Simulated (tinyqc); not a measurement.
Inside a calculation: defect, radiative and Auger recombination at equal electron and hole densities (ABC model). Values are carried at full precision from step to step, so a last printed digit may differ when a step is redone from the rounded ones.

J/(e d) = Ae n + B n^2 + C n^3 with Ae = A + 4 S/w (four side walls, carriers spread evenly), e = 1.602176634e-19 C, lengths in cm; internal efficiency IQE = B n^2/(Ae n + B n^2 + C n^3); all injected carriers recombine in the layer.

Parameters, chosen for this exercise (orders of magnitude like those quoted for Ge; the results hold for these values, not for the real material):
```
symbol  value    unit        meaning
A       52000    1/s         defect rate
B       6.5e-14  cm^3/s      radiative coefficient
C       1.8e-31  cm^6/s      Auger coefficient
S       0        cm/s        recombination velocity of the side walls
w       42       micrometre  side of the square mesa
d       920      nm          active thickness
J       0.18     A/cm^2      current density
ex      0.13                 extraction efficiency
Eph     0.65     eV          photon energy
```

## The efficiency peak

IQE peaks at n_p = sqrt(Ae/C); with Q = B/sqrt(Ae C), IQE_max = Q/(Q + 2).

Ae = 5.200e+04 1/s
n_p = 5.375e+17 1/cm^3
Q = 0.6719
IQE_max = 0.251
J at the peak = 1.10 A/cm^2

The side walls are taken as passivated.

## Carrier density at the given current

G = J/(e d). Newton steps from the smallest of G/Ae, sqrt(G/B) and (G/C)^(1/3); stop when the relative step is below 1e-9.

G = 1.221e+22 1/(cm^3 s)

Newton steps:
```
step  n (1/cm^3)   rate/G  relative step
1     2.3484e+17  1.48445          -0.22
2     1.8216e+17  1.04143         -0.030
3     1.7676e+17  1.00039       -0.00029
4     1.7671e+17  1.00000       -2.6e-08
5     1.7671e+17  1.00000       -1.3e-16
```

n = 1.767e+17 1/cm^3

The start is an upper bound and the function is convex, so the steps fall monotonically; 5 are needed.

## Shares, lifetimes and light

Shares of the three paths; lifetime n/G = 1/(Ae + B n + C n^2); differential lifetime 1/(Ae + 2 B n + 3 C n^2) and bandwidth 1/(2 pi tau_d); optical power density ex IQE J Eph/e.

shares: defect 0.7525, radiative 0.1662, Auger 0.0813

lifetime = 1.45e+04 ns
differential lifetime = 1.09e+04 ns
bandwidth = 0.0146 MHz
optical power density = 0.00253 W/cm^2

The defect path is the largest; the device runs below its efficiency peak, where the defect and Auger shares are equal.

## Checks

- Density from Newton steps against bisection (1/cm^3): both 1.7671e+17.

tinyqc: `OMP_NUM_THREADS=1 python tinyqc.py 1651873 1651874 out.jsonl`; about 0.01 s, one thread, shared Intel(R) Xeon(R) Processor @ 2.30GHz.
